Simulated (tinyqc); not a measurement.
# Floating body of a partially depleted SOI transistor: body voltage and kink: what changes with what

Source at 0 V. Channel current Ic = 2 nf K Vt^2 [F(0) - F(Vd)](1 + la Vd), F(V) = ln^2(1 + exp((Vg - VT - nf V)/(2 nf Vt))), VT = VT0 - gb Vb. Saturation voltage Vs = 2 Vt sqrt(F(0)) + 3 Vt, excess Ve = (Vd - Vs + sqrt((Vd - Vs)^2 + 0.0004 V^2))/2, multiplication M1 = Ai Ve exp(-Bl/Ve). Each junction passes D(v) = J1 (exp(v/Vt) - 1) + J2 (exp(v/(2 Vt)) - 1). Bipolar current Ib = bb J1 (exp(Vb/Vt) - 1). The body settles where M1 (Ic + Ib) = D(Vb) + D(Vb - Vd) + Vb/Rb; drain current Id = (1 + M1)(Ic + Ib) - D(Vb - Vd).

Values chosen for this exercise; values of the order met in partially depleted silicon-on-insulator transistors:
- T = 300 K (temperature)
- VT0 = 0.4 V (threshold at zero body voltage)
- gb = 0.2 (fall of the threshold per volt of body voltage)
- nf = 1.34 (slope factor)
- K = 290 uA/(V^2 um) (gain factor per width)
- la = 0.07 1/V (channel-length modulation factor)
- Ai = 1.81 1/V (impact-ionisation prefactor)
- Bl = 4.7 V (impact-ionisation voltage)
- J1 = 3.6e-12 uA/um (diffusion saturation current of each junction)
- J2 = 1.2e-9 uA/um (recombination saturation current of each junction)
- bb = 1 (gain of the lateral bipolar transistor on the diffusion current)
- Rb = 1e9 kohm um (resistance of a weak body tie to the source (1e9 stands for no tie, and the term is then dropped))
- Vg = 0.57 V (gate voltage)
- Vd = 1.2 V (drain voltage)

Constants: q = 1.602176634e-19 C, kB = 1.380649e-23 J/K, Vt = kB T/q. Results are converted to the units shown.

Each table varies one quantity; the others keep the values above.

## Output curve and kink

Rows with more than one solution for Vb (latch) are left out; dId/dVd by a forward difference over 1e-4 V, swing = 1e-4 V over the change of log10 Id; M1 under 1e-12 is printed as 0.

Result of one run:

| Vd (V) | Vb (V) | M1 | Id, floating (uA/um) | Id, grounded (uA/um) | ratio | dId/dVd, floating (uS/um) | dId/dVd, grounded (uS/um) |
|---|---|---|---|---|---|---|---|
| 1 | 0.5744 | 0.001699 | 9.503 | 3.588 | 2.648 | 4.607 | 0.3531 |

What becomes of these results when the drain voltage Vd is changed from 1 to 0.84 V, all else the same?

Result of the changed run:

| Vd (V) | Vb (V) | M1 | Id, floating (uA/um) | Id, grounded (uA/um) | ratio | dId/dVd, floating (uS/um) | dId/dVd, grounded (uS/um) |
|---|---|---|---|---|---|---|---|
| 0.84 | 0.5189 | 2.195e-4 | 8.674 | 3.540 | 2.450 | 5.962 | 0.2657 |

The whole series:

| Vd (V) | Vb (V) | M1 | Id, floating (uA/um) | Id, grounded (uA/um) | ratio | dId/dVd, floating (uS/um) | dId/dVd, grounded (uS/um) |
|---|---|---|---|---|---|---|---|
| 0.68 | 0.4277 | 7.968e-6 | 7.502 | 3.500 | 2.143 | 9.124 | 0.2371 |
| 0.84 | 0.5189 | 2.195e-4 | 8.674 | 3.540 | 2.450 | 5.962 | 0.2657 |
| 1 | 0.5744 | 0.001699 | 9.503 | 3.588 | 2.648 | 4.607 | 0.3531 |
| 1.16 | 0.6119 | 0.006768 | 10.21 | 3.657 | 2.791 | 4.367 | 0.5147 |
| 1.32 | 0.6392 | 0.01837 | 10.95 | 3.757 | 2.914 | 5.014 | 0.7440 |
| 1.48 | 0.6604 | 0.03919 | 11.85 | 3.898 | 3.041 | 6.456 | 1.025 |
| 1.64 | 0.6775 | 0.07122 | 13.06 | 4.086 | 3.195 | 8.716 | 1.339 |
| 1.8 | 0.6921 | 0.1156 | 14.70 | 4.327 | 3.396 | 11.97 | 1.673 |

Vb rises from 0.428 to 0.692 V and the ratio of the currents rises from 2.14 to 3.40. The output conductance with a floating body exceeds the grounded value by the largest factor among the rows, 38.5, at Vd = 0.68 V, where Vb = 0.428 V and M1 = 7.97e-6.

## Transfer curve and swing

Same model as above.

Transfer curve and swing:

| Vg (V) | Vb (V) | M1 | Id, floating (uA/um) | Id, grounded (uA/um) | ratio | swing, floating (mV/decade) | swing, grounded (mV/decade) |
|---|---|---|---|---|---|---|---|
| -0.05 | 0.2394 | 0.03085 | 5.304e-6 | 1.324e-6 | 4.005 | 60.57 | 79.90 |
| 0.05 | 0.3626 | 0.03073 | 1.939e-4 | 2.361e-5 | 8.214 | 66.82 | 80.03 |
| 0.15 | 0.4540 | 0.03017 | 0.005475 | 4.148e-4 | 13.20 | 71.58 | 80.85 |
| 0.25 | 0.5300 | 0.02784 | 0.1076 | 0.006844 | 15.72 | 86.84 | 84.21 |
| 0.35 | 0.5814 | 0.02234 | 0.9671 | 0.09079 | 10.65 | 132.7 | 96.74 |
| 0.45 | 0.6076 | 0.01558 | 3.796 | 0.7198 | 5.274 | 216.4 | 133.0 |
| 0.55 | 0.6185 | 0.009886 | 9.049 | 2.960 | 3.057 | 323.5 | 203.3 |
| 0.65 | 0.6205 | 0.005790 | 16.63 | 7.523 | 2.211 | 439.7 | 299.9 |
| 0.75 | 0.6164 | 0.003095 | 26.44 | 14.50 | 1.824 | 558.8 | 408.7 |

What does the table show?

Vb goes from 0.239 through a maximum of 0.621 (at Vg = 0.65 V among the rows listed) to 0.616 V. The smallest swing among the rows is 60.6 mV a decade with a floating body (at Vg = -0.05 V) and 79.9 with a grounded one; Vt ln 10 = 59.5. The floating swing is smaller by more than 3 % for Vg = -0.05, 0.05, 0.15 V, where the rising Vb lowers the threshold as Vg rises. In the first row the floating body raises the current by a factor of 4.01.

Range of the model: The multiplication law is an empirical form chosen for the exercise; self-heating and capacitive coupling to the body are left out, and the linear laws are rough once Vb passes about 0.7 V or M1 about 0.1.

Computed by the program tinyqc: `OMP_NUM_THREADS=1 python tinyqc.py 2182116 2182117 out.jsonl`, one thread of a shared Intel Xeon 2.30GHz, about 0.2 s for the whole run.
